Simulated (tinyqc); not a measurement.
# A tight-binding chain with uneven site energies, recursive Green functions: what changes with what

The device has N = 9 slices of 1 site(s), nearest-neighbour hopping -t, and site energies U; the leads are semi-infinite continuations with site energy 0. V = <i+1|H|i> = -t 1.

Parameters, values chosen for the exercise: hopping (matrix element -t) t = 2.5 eV; site energies, slice by slice U = [4.85, 0.23, -1.46, 0.48, 0.31, 0.41, 2.58, 0.43, 2.55] eV; energy E = 3.98 eV.

Each table varies one quantity; the others keep the values above.

## Transmission against energy

Sigma = t^2 g(E), g(x) = (x - i sqrt(4 t^2 - x^2))/(2 t^2) for |x| < 2 t and (x - sign(x) sqrt(x^2 - 4 t^2))/(2 t^2) otherwise; Gamma = i (Sigma - Sigma^dagger); both leads give the same. Forward pass: g_1 = (E - H_1 - Sigma)^(-1), g_i = (E - H_i - V g_(i-1) V^dagger)^(-1), with Sigma also subtracted on the last slice; G_(i,1) = g_i V G_(i-1,1), starting from g_1. H_i is the block of slice i, its site energy. T(E) = Tr[Gamma G_(N,1) Gamma G_(N,1)^dagger].

Results:

| E (eV) | open modes | T(E) | T(E) per open mode |
|---|---|---|---|
| -4.75 | 1 | 0.08731 | 0.08731 |
| -3.96 | 1 | 0.006750 | 0.006750 |
| -3.17 | 1 | 0.3611 | 0.3611 |
| -2.38 | 1 | 0.1744 | 0.1744 |
| -1.58 | 1 | 0.2214 | 0.2214 |
| -0.79 | 1 | 0.2908 | 0.2908 |
| 0 | 1 | 0.7194 | 0.7194 |
| 0.79 | 1 | 0.2582 | 0.2582 |
| 1.58 | 1 | 0.9507 | 0.9507 |
| 3.17 | 1 | 0.08330 | 0.08330 |
| 3.96 | 1 | 0.1977 | 0.1977 |
| 4.75 | 1 | 0.01755 | 0.01755 |

Estimate the missing row, E = 2.38 eV.

Computed row:

| E (eV) | open modes | T(E) | T(E) per open mode |
|---|---|---|---|
| 2.38 | 1 | 0.09299 | 0.09299 |

With this row back in the table: T(E) lies between 0.00675 (E = -3.96 eV) and 0.951 (E = 1.58 eV) in these rows. The leads offer 1 open mode(s), of which the mean share 0.27 is transmitted.

## Effect of the strength of the potential

Same model as above.

All U are multiplied by the factor sc.

Result of one run:

| sc | T(E) | reflection, modes - T(E) |
|---|---|---|
| 0 | 1.0000 | 0 |

What becomes of these results when the scale factor of the potential sc is changed from 0 to 0.38, all else the same?

Result of the changed run:

| sc | T(E) | reflection, modes - T(E) |
|---|---|---|
| 0.38 | 0.56853 | 0.43147 |

The whole series:

| sc | T(E) | reflection, modes - T(E) |
|---|---|---|
| 0 | 1.0000 | 0 |
| 0.38 | 0.56853 | 0.43147 |
| 0.75 | 0.20985 | 0.79015 |
| 1.12 | 0.20862 | 0.79138 |
| 1.5 | 0.17396 | 0.82604 |
| 1.88 | 0.0057901 | 0.99421 |
| 2.25 | 8.2179e-4 | 0.99918 |
| 2.62 | 1.9768e-4 | 0.99980 |
| 3 | 6.2806e-5 | 0.99994 |

T(E) falls from 1.00 to 6.28e-5. At sc = 0 the device equals the leads and transmits all 1 open mode(s). Between the first two non-zero rows the reflection goes as sc^(0.89); the sc^2 of weak scattering holds only at smaller sc than these rows.

Numbers from tinyqc (`OMP_NUM_THREADS=1 python tinyqc.py 2660131 2660132 out.jsonl`; about 0.02 s on one thread of a shared Intel Xeon 2.30GHz).
